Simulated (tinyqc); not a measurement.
Towards Landau levels: square lattice in a magnetic field (Harper-Hofstadter model).

Landau gauge, lattice period 1: the magnetic cell has q sites j = 0 to q - 1 along x. H_jj = -2 ty cos(ky + 2 pi p j/q), H_(j,j+1) = -tx, and the bond from q - 1 back to 0 is H_(q-1,0) = -tx exp(i q kx). The levels depend on k only through cos(q kx) and cos(q ky), so the band edges lie at (0, 0) and (pi/q, pi/q).

Values chosen for the exercise: tx = 0.8 meV (hopping along x); ty = 0.8 meV (hopping along y).

Flux 1/Q. Near the bottom of the band the mass gives hbar wc = 4 pi sqrt(tx ty)/Q and E_0 = -2 (tx + ty) + hbar wc/2. For each Q, p = 1 and q = Q.

Lowest band (meV):
```
Q    centre     width      E_0  spacing to band 2  hbar wc
3   -1.8928     0.586  -1.5245             1.8928   3.3510
4   -2.1766     0.172  -1.9434             1.7437   2.5133
5   -2.3474    0.0515  -2.1947             1.4472   2.0106
6   -2.4688    0.0154  -2.3622             1.2661   1.6755
8   -2.6318   0.00137  -2.5717             1.0220   1.2566
12  -2.8080  1.11e-05  -2.7811             0.7322   0.8378
20  -2.9584  7.97e-10  -2.9487             0.4641   0.5027
```

The width falls from 0.586 to 8e-10 meV, by a factor 3.30 for each unit of Q at the end, so the band turns into a flat level. Its centre lies -0.368 meV from E_0 at Q = 3 and -0.010 meV at Q = 20; the spacing reaches 92 % of hbar wc, the shortfall coming from the non-parabolic band.

Program tinyqc; command `OMP_NUM_THREADS=1 python tinyqc.py 1282266 1282267 out.jsonl`; about 0.07 s on one thread of a shared Intel(R) Xeon(R) Processor @ 2.30GHz.
